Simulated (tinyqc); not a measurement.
# Scattering mobility, thermal velocity and mass from two apparent mobilities

Inverse problem. 1/mu_app = 1/mu_0 + 1/mu_B with the ballistic mobility mu_B = vT L/(2 Vt) and vT = sqrt(2 kB T/(pi m)) (non-degenerate carriers); the mean free path is 2 Vt mu_0/vT. Find mu_0, vT, m and the mean free path.

Parameters, values chosen for the exercise: temperature T = 273 K.

Constants: q = 1.602176634e-19 C, kB = 1.380649e-23 J/K, m0 = 9.1093837015e-31 kg, Vt = kB T/q. Results are converted to the units shown.

apparent mobility at L = 40 and 200 nm (cm^2/(V s)): [477.73452, 1010.0284]

Answer. 1/mu_app is linear in 1/L: the slope is 2 Vt/vT and the intercept 1/mu_0.

mu_0 = 1400 cm^2/(V s)
vT = 8.530e6 cm/s
m = 0.3620 m0
mean free path = 77.22 nm

Numbers from tinyqc (`OMP_NUM_THREADS=1 python tinyqc.py 2380115 2380116 out.jsonl`; about 0.01 s on one thread of a shared Intel Xeon 2.30GHz).
